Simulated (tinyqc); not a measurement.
# From counting error of x without background back to collected charge

Model: Rutherford backscattering from a thin compound film on silicon: kinematics, yields, composition and thickness. Computed by tinyqc, a small Python program. Command: `OMP_NUM_THREADS=1 python tinyqc.py 3016987 3016988 out.jsonl rbs inv`. One thread of a shared host (Intel(R) Xeon(R) Processor @ 2.30GHz), about 0.02 s of CPU time with the checks.

Singly charged helium ions (Z1 = 2, M1 = 4.0026 u) enter at the tilt angle a1 to the normal and leave at a2 = |180 - theta - tilt| in the same plane. The film is A B_x.

Inputs (values chosen for the exercise, modelled on a helium beam on NiSi):
```
quantity,value,unit
beam energy E0,1.8,MeV
scattering angle theta,160,degrees
tilt of the sample,0,degrees
heavy element: Z_A,28,-
heavy element: mass M_A,58.7,u
heavy element: stopping eps_A at 2 MeV,74.3,1e-15 eV cm^2
light element: Z_B,14,-
light element: mass M_B,28.09,u
light element: stopping eps_B at 2 MeV,50,1e-15 eV cm^2
"atoms of B per atom of A, x",0.97,-
atomic density of the film,84.1,1/nm^3
film thickness d,31,nm
detector solid angle,4.3,msr
detector resolution (FWHM),16,keV
```

Constants: e^2/(4 pi eps_0) = 14.39964548 eV angstrom; e = 1.602176634e-19 C.

Method:
- Kinematic factor K = [(sqrt(M^2 - M1^2 sin^2 theta) + M1 cos theta)/(M + M1)]^2.
- Surface edges lie at K E0; substrate silicon has M = 28.09 u. Mass resolution at M_A = resolution/(E0 dK/dM).
- Stopping per atom eps(E) = eps(2 MeV) (E/2 MeV)^(-0.4) (a law chosen for the exercise); Bragg rule eps_film = (eps_A + x eps_B)/(1 + x); areal density N d, with 1/nm^2 = 0.1 x 1e15/cm^2.
- Width of the signal of element i: [K_i eps(E0)/cos a1 + eps(K_i E0)/cos a2] N d; depth resolution = resolution x d/width of A; energy lost on the way in = eps(E0) N d/cos a1.
- Rutherford cross section in the laboratory frame: sigma = (Z1 Z e^2/(4 pi eps_0 4E))^2 (4/sin^4 theta) (r + cos theta)^2/r, r = sqrt(1 - (M1 sin theta/M)^2), times the screening factor 1 - 0.049 Z1 Z^(4/3)/E (E in keV); 1 angstrom^2 = 1e8 barn.
- Counts = (charge/e) x solid angle x sigma(E_mean) x areal density of the element/cos a1, E_mean = E0 - half the energy lost on the way in; 1 barn = 1e-24 cm^2. The ratio of areas returns x = (Y_B/Y_A)(sigma_A/sigma_B), with the counting error sqrt(1/Y_A + 1/Y_B).

Problem. A run gave the result below. Find the collected charge, known to lie between 17 and 46 microcoulomb.

counting error of x without background = 0.6579711 %

Solution.

Each step takes the trial c = (a f_b - b f_a)/(f_b - f_a), f being the result less the target and a, b, c the logarithms of the listed values; c replaces end b, the old b replaces a if the sign of f changed, and otherwise f_a is halved.

Scan of the range:
```
collected charge (microcoulomb),counting error of x without background (%)
17.0,0.808056
20.1,0.743135
23.7,0.684371
28.0,0.629632
33.0,0.579974
39.0,0.533499
46.0,0.491232
```

False position (Illinois rule, in the logarithm of the input) inside the bracket:
```
step,end a,end b,trial,counting error of x without background (%)
1,23.7000,28.0000,25.6845,0.657401
2,23.7000,25.6845,25.5991,0.658496
3,25.6845,25.5991,25.6400,0.657971
4,25.5991,25.6400,25.6400,0.657971
```

Counting error of x without background falls at every point of a 13-point scan of the range (every second point is shown), so one value fits; it is bracketed by 23.7 and 28.0. The scan shows a pure power law with exponent -0.5000, so scaling from any one row also gives the answer directly. Answer: collected charge = 25.64 microcoulomb.

Caution: the silicon signal of the film merges with that of the substrate, so only the width of A can be read directly. Caution: film and substrate silicon overlap, so Y_B must be separated by a fit.
